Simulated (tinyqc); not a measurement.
Width and zero-phonon weight against temperature: configuration-coordinate model of a defect: Huang-Rhys factor and luminescence line shape. Computed by tinyqc, a small Python program. Command: `OMP_NUM_THREADS=1 python tinyqc.py 3017719 3017720 out.jsonl ccline walk`. One thread of a shared host (Intel(R) Xeon(R) Processor @ 2.30GHz), about 0.01 s of CPU time with the checks.

Ground state E_g(Q) = (1/2) omega_g^2 Q^2; excited state E_e(Q) = E_0 + (1/2) omega_e^2 (Q - dQ)^2 with omega_e = omega_g and E_0 = E_ZPL. Q is mass-weighted; the dipole does not depend on Q (Condon approximation).

Inputs (values chosen for the exercise, for a model defect): zero-phonon energy E_ZPL = 1.41 eV; displacement dQ = 0.613 u^(1/2) angstrom; ground-state phonon hbar omega_g = 116 meV.

Modes: equal frequencies in both states.

Constants: hbar^2/u = 4.18015928e-03 eV angstrom^2; k_B = 8.617333262e-05 eV/K.

Method:
- S = hbar omega dQ^2/(2 hbar^2/u) for each state; relaxation energy S hbar omega; absorption at E_0 + S_e hbar omega_e, emission at E_0 - S_g hbar omega_g; the Stokes shift is their difference.
- Overlaps <m_e|n_g> of harmonic-oscillator functions (Hermite recursion, positive leading coefficients) by a sum over an even grid (700 points from x = -9 to 9 + d for the small table, 1500 points from -16 to 16 + d for the thermal sums), with x = Q sqrt(omega_g/hbar), d = sqrt(2 S_g) and frequency ratio omega_e/omega_g.
- Initial levels m = 0..24 carry Boltzmann weights exp(-m hbar omega_e/k_B T), normalised; final levels n = 0..79; a line lies at E_ZPL + m hbar omega_e - n hbar omega_g with weight w_m <m|n>^2. Moments are taken over these weights without the E^3 factor; FWHM = 2 sqrt(2 ln 2) x standard deviation; the zero-phonon weight is the sum of w_m <m|m>^2.
- For comparison: FWHM(0) sqrt(coth(hbar omega_e/2 k_B T)) with FWHM(0) from the first row, and exp(-S_g coth(hbar omega_e/2 k_B T)).

S_g = 5.21382

Against temperature:
```
T (K)  mean energy (eV)  FWHM (eV)  coth law (eV)  zero-phonon weight  exp(-S coth)
67              0.80520    0.62373        0.62373            0.005441    5.4408e-03
200             0.80520    0.62447        0.62447            0.005550    5.3735e-03
400             0.80520    0.64566        0.64566            0.008586    3.7462e-03
670             0.80520    0.71382        0.71382            0.017479    1.0822e-03
1100            0.80520    0.84454        0.84454            0.030507    7.0575e-05
1500            0.80520    0.96147        0.96147            0.038103    4.1634e-06
```

The width grows by a factor 1.54, flat while k_B T is well below hbar omega and as sqrt(T) above; for equal frequencies the coth law is exact. The mean energy stays fixed, as it must for equal frequencies. The zero-phonon weight goes from 0.00544 to 0.0381; the single exponential assumes equal frequencies, leaves out lines that absorb and emit the same number of phonons, and falls to 4.16e-6. The rise of the weight is a feature of one sharp mode; with a spread of mode energies those lines leave the zero-phonon energy and the weight falls.
